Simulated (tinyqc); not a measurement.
Inside a calculation. Method: Born-Oppenheimer dynamics on the RHF/sto-3g surface (energies and gradients from PySCF), for H4, spin multiplicity 1. Computed by tinyqc, a small Python program that keeps every step (integrals from PySCF). Settings: charge = 0, multiplicity = 1, basis = sto-3g, time step (fs) = 0.5, steps = 16. Command: `OMP_NUM_THREADS=1 python tinyqc.py 24039 24040 out.jsonl` (the two numbers bound the seeds that draw the settings). One thread of a shared host (Intel(R) Xeon(R) Processor @ 2.60GHz), about 0.6 s of CPU time with the checks.

## Velocity Verlet step 1

positions (bohr):
```
,x,y,z
1H,0.0869,-0.1285,-0.1493
2H,-0.0378,0.0359,1.7877
3H,0.0246,2.2828,-0.0643
4H,0.0416,2.2488,1.8122
```

velocities (bohr per atomic time unit):
```
,x,y,z
1H,0.0003100,-0.0006235,-0.0005918
2H,-0.0003500,0.0002485,0.0003042
3H,-0.0000260,0.0002775,-0.0001478
4H,0.0000660,0.0000975,0.0004352
```

gradient (hartree/bohr):
```
,x,y,z
1H,0.010511,0.136025,-0.171861
2H,-0.009374,0.162604,0.181167
3H,-0.000664,-0.145169,-0.178260
4H,-0.000473,-0.153460,0.168953
```

masses (electron masses): 1H 1837.1526, 2H 1837.1526, 3H 1837.1526, 4H 1837.1526

gradient after step 1 (hartree/bohr):
```
,x,y,z
1H,0.011558,0.124333,-0.169317
2H,-0.010358,0.154877,0.178246
3H,-0.000886,-0.135237,-0.174108
4H,-0.000314,-0.143972,0.165178
```

dt = 0.5 fs = 20.6707 atomic units; x' = x + v dt - g dt^2 / (2m); after the new gradient g', v' = v - (g + g') dt / (2m).

positions after step 1 (bohr):
```
,x,y,z
1H,0.0921,-0.1572,-0.1415
2H,-0.0439,0.0221,1.7729
3H,0.0241,2.3054,-0.0466
4H,0.0430,2.2686,1.8016
```

velocities after step 1 (bohr per atomic time unit):
```
,x,y,z
1H,0.0001858,-0.0020882,0.0013276
2H,-0.0002390,-0.0015376,-0.0017177
3H,-0.0000173,0.0018550,0.0018346
4H,0.0000704,0.0017708,-0.0014445
```

## Velocity Verlet step 2

gradient after step 2 (hartree/bohr):
```
,x,y,z
1H,0.012226,0.099251,-0.158367
2H,-0.011056,0.134337,0.165249
3H,-0.001293,-0.112422,-0.156752
4H,0.000123,-0.121165,0.149870
```

As before.

positions after step 2 (bohr):
```
,x,y,z
1H,0.0946,-0.2148,-0.0944
2H,-0.0477,-0.0277,1.7167
3H,0.0239,2.3595,0.0116
4H,0.0445,2.3220,1.7525
```

velocities after step 2 (bohr per atomic time unit):
```
,x,y,z
1H,0.0000520,-0.0033460,0.0031711
2H,-0.0001185,-0.0031646,-0.0036501
3H,-0.0000050,0.0032483,0.0036959
4H,0.0000715,0.0032624,-0.0032169
```

## Energy conservation

The total energy should stay constant up to terms of order dt^2; the step counts as short enough if it moves by less than 2 % of the largest kinetic energy.

Trajectory:
```
time (fs),1H-2H (angstrom),potential (hartree),kinetic (hartree),total (hartree)
0.0000,1.0308,-1.929284,0.001299,-1.927985
0.5000,1.0201,-1.950083,0.021645,-1.928438
1.0000,0.9664,-2.012172,0.082501,-1.929671
1.5000,0.8728,-2.095536,0.163603,-1.931933
2.0000,0.7468,-2.163839,0.227579,-1.936259
2.5000,0.6081,-2.157672,0.218282,-1.939390
3.0000,0.5047,-2.073132,0.148619,-1.924512
3.5000,0.5109,-2.110649,0.180279,-1.930370
4.0000,0.6216,-2.209939,0.270979,-1.938960
4.5000,0.7636,-2.219591,0.285468,-1.934123
5.0000,0.8933,-2.179323,0.248373,-1.930950
5.5000,0.9931,-2.134190,0.204450,-1.929740
6.0000,1.0566,-2.103431,0.174104,-1.929326
6.5000,1.0811,-2.093906,0.164676,-1.929231
7.0000,1.0660,-2.107201,0.177863,-1.929338
7.5000,1.0118,-2.141369,0.211572,-1.929797
8.0000,0.9206,-2.188709,0.257582,-1.931127
```

The total energy moves within 1.5e-02 hartree; that is over 2 % of the largest kinetic energy, so the time step is too long.
